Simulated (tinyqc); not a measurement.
# Programming of a floating-gate cell by Fowler-Nordheim tunnelling: effect of the coupling ratio

Per tunnel area the floating gate has Ctun = 3.9 eps0/tox to the channel (0 V) and Ccg to the control gate, Ct = Ctun/(1 - ag), no other coupling. With the threshold shift U = -Q/Ccg the field is F = ag (Vg - U)/tox, and dU/dt = J/Ccg. Fowler-Nordheim: J = A F^2 exp(-B/F), A = q^2/(16 pi^2 hbar mo phi) (times 1e14 for A/cm^2 with F in V/nm, emitter mass m0), B = (4/3) sqrt(mo/C) phi^1.5, C = hbar^2/(2 m0).

After 0.002 s. Exact: exp(B/F(t)) = exp(B/F(0)) + K t, K = A B ag/(Ccg tox), and U = Vg - tox F/ag.

Values chosen for this exercise; oxide values close to those of silicon dioxide: tunnel barrier phi = 3.01 eV; tunnelling mass mo = 0.5 m0; tunnel oxide thickness tox = 8.2 nm; threshold shift at the start Vt0 = -2.9 V; control-gate voltage Vg = 9.5 V.

Constants: q = 1.602176634e-19 C, hbar = 1.054571817e-34 J s, m0 = 9.1093837015e-31 kg, eps0 = 8.8541878128e-14 F/cm where lengths are in cm, hbar^2/(2 m0) = 0.0380998212 eV nm^2. Results are converted to the units shown.

Effect of the coupling ratio:
```
ag    F(0) (V/nm)  F (V/nm)  J (A/cm^2)    U (V)
0.42       0.6351    0.6351   2.334e-10   -2.900
0.47       0.7107    0.7107    1.998e-8   -2.900
0.52       0.7863    0.7861    7.356e-7   -2.897
0.57       0.8620    0.8585    1.310e-5   -2.850
0.63       0.9527    0.9175    9.924e-5   -2.443
0.68        1.028    0.9348    1.708e-4   -1.772
0.73        1.104    0.9431    2.209e-4   -1.094
0.78        1.180    0.9509    2.797e-4  -0.4969
```

The starting field rises from 0.635 to 1.18 V/nm and U rises from -2.90 to -0.497 V. Between the last two rows 0.01 of coupling is worth 119 mV.

Range of the model: Programming fields of 10 MV/cm and more wear the oxide; trapping and the channel potential are ignored.

Numbers from tinyqc (`OMP_NUM_THREADS=1 python tinyqc.py 2130109 2130110 out.jsonl`; about 0.01 s on one thread of a shared Intel Xeon 2.30GHz).
